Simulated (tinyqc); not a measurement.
# Van der Pauw, Hall and four-point-probe measurements on a doped layer: correction factor against the shape of the sample

A uniform p-type layer with sheet resistance Rs = 1/(q ns mu), point contacts, low field (mu B small).

Rs = 1/(q ns mu). For a rectangle with contacts at the corners, RA = (8 Rs/pi) sum_(k>=0) ln coth((2k + 1) pi a/(2 b)) with current along a short side b and voltage along the opposite one, RB the same with a and b exchanged. ar = a/b. F = Rs/[(pi/ln 2)(RA + RB)/2]; small-asymmetry estimate 1 - (ln 2/2) d^2 - ((ln 2)^2/4 - (ln 2)^3/12) d^4 with d = (RB - RA)/(RB + RA).

Parameters, values chosen for the exercise:
- ns = 9.4e13 cm^-2 (sheet density of the layer)
- mu = 20 cm^2/(V s) (drift mobility)

Constants: q = 1.602176634e-19 C. Results are converted to the units shown.

Correction factor against the shape of the sample:
```
ar,RA (ohm),RB (ohm),RB/RA,F,estimate of F
1,732.5,732.5,1.000,1.000,1.000
1.23,355.0,1325,3.734,0.8718,0.8741
1.46,172.3,2002,11.62,0.6738,0.7082
1.69,83.62,2722,32.55,0.5221,0.6213
1.91,41.89,3432,81.92,0.4217,0.5862
2.14,20.34,4185,205.8,0.3484,0.5713
2.37,9.875,4943,500.6,0.2958,0.5653
2.6,4.794,5704,1190,0.2566,0.5628
```

RB/RA rises from 1.00 to 1190 and F falls from 1.00 to 0.257. The estimate is 5.1 % above F at a/b = 1.46 and 2.19 times it in the last row. RA shrinks about as exp(-pi a/b): by a factor of 2.06 between the last two rows, against 2.06.

tinyqc, about 0.01 s, one thread, Intel Xeon 2.30GHz (shared host): `OMP_NUM_THREADS=1 python tinyqc.py 2850227 2850228 out.jsonl`
